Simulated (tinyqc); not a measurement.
Trap density from one capacitance.

Inverse problem. Traps spread evenly through the insulator exchange electrons with the semiconductor by tunnelling, with tau(x) = t0 exp(2 ka x) at depth x from the interface. The admittance per area Y seen at depth x obeys dY/dx = -Y^2/(i w eps0 eox) + q Nb ln(1 + i w tau)/tau, with Y(0) = i w Cs and w = 2 pi f; the gate sees Y(tox) = G + i w C. Working variable y = Y/(i w), in uF/cm^2. Cox = eps0 eox/tox. Find Nb and G/w.

Values chosen for this exercise: relative permittivity of the insulator eox = 19.4; insulator thickness tox = 10 nm; semiconductor capacitance in accumulation Cs = 0.79 uF/cm^2; decay constant of the wave function in the insulator ka = 6.1 1/nm; time constant of a trap at the interface t0 = 3e-11 s; frequency f = 100 Hz.

Constants: q = 1.602176634e-19 C, eps0 = 8.8541878128e-14 F/cm where lengths are in cm. Results are converted to the units shown.

C = 1.1280830 uF/cm^2

Solution. C rises steadily with Nb, so one density matches; in practice ka and t0 must come from the frequency dependence.

Nb = 8.200e19 cm^-3 eV^-1
G/w = 0.03351 uF/cm^2

tinyqc, about 0.7 s, one thread, Intel Xeon 2.30GHz (shared host): `OMP_NUM_THREADS=1 python tinyqc.py 2202122 2202123 out.jsonl`
